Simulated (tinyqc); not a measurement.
Specific resistance of a metal-semiconductor contact and its transmission-line measurement: one step, computed by the program tinyqc.

The barrier is parabolic (depletion approximation), energies E are normal energies counted from the band edge in the neutral semiconductor (downwards for holes), and the bias is zero. xi is an input, held fixed when other inputs move.

Task: Tunnelling energy and barrier. E_00 = (e hbar/2) sqrt(N/(eps eps_0 m)); band bending E_b = phi_B + xi; depletion width w = sqrt(2 eps eps_0 E_b/(e^2 N)). Image lowering d_phi = (e^3 N E_b/(8 pi^2 (eps eps_0)^3))^(1/4) (E_b in volts), and E_b - d_phi replaces E_b everywhere except in w.

Inputs (values chosen for the exercise, modelled on p-type silicon):
```
quantity                                           value    unit
tunnelling mass m                                   0.34     m_0
permittivity eps                                    11.7       -
barrier height phi_B                                0.38      eV
doping N                                         3.1e+20  1/cm^3
Fermi level above the band edge in the bulk, xi     0.15      eV
temperature T                                        400       K
```

Image-force lowering: included.

Constants: hbar = 1.054571817e-34 J s; eps_0 = 8.8541878128e-12 F/m; m_0 = 9.1093837015e-31 kg; k_B = 8.617333262e-05 eV/K; e = 1.602176634e-19 C.

Give: E_00; E_00/k_B T; depletion width; barrier used, above the bulk band edge.

Result:

E_00 = 163.9 meV

E_00/k_B T = 4.755

depletion width = 1.487 nm

barrier used, above the bulk band edge = 0.2338 eV

By the usual rule this is thermionic-field emission (0.5 to 5 k_B T). Caution: the barrier is thinner than 1.5 nm, about the spacing of dopants, so a smooth parabolic barrier and WKB are rough.
